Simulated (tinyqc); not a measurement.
Fermi-level pinning from two metals.

Question. Cowley-Sze model with the space charge neglected: phiB = S (phiM - chi) + (1 - S)(Eg - phi0), S = 1/(1 + q Dit dl/(eps0 ei)), dl in cm. Find S, phi0 and Dit.

Inputs (values chosen for the exercise); band and dielectric values close to those of In0.53Ga0.47As:
- Eg = 0.749 eV (band gap)
- chi = 4.53 eV (electron affinity)
- dl = 0.3 nm (thickness of the interfacial layer)
- ei = 3.9 (relative permittivity of the interfacial layer)

Constants: q = 1.602176634e-19 C, eps0 = 8.8541878128e-14 F/cm where lengths are in cm. Results are converted to the units shown.

barriers for metals with phiM = 4.8 and 5.69 eV (eV): 0.28205741  1.0818801

Solution. S is the slope of phiB against phiM; either barrier then gives phi0, and S gives Dit.

S = 0.8987
phi0 = 0.3600 eV
Dit = 8.100e12 cm^-2 eV^-1

Numbers from tinyqc (`OMP_NUM_THREADS=1 python tinyqc.py 2020031 2020032 out.jsonl`; about 0.04 s on one thread of a shared Intel Xeon 2.30GHz).
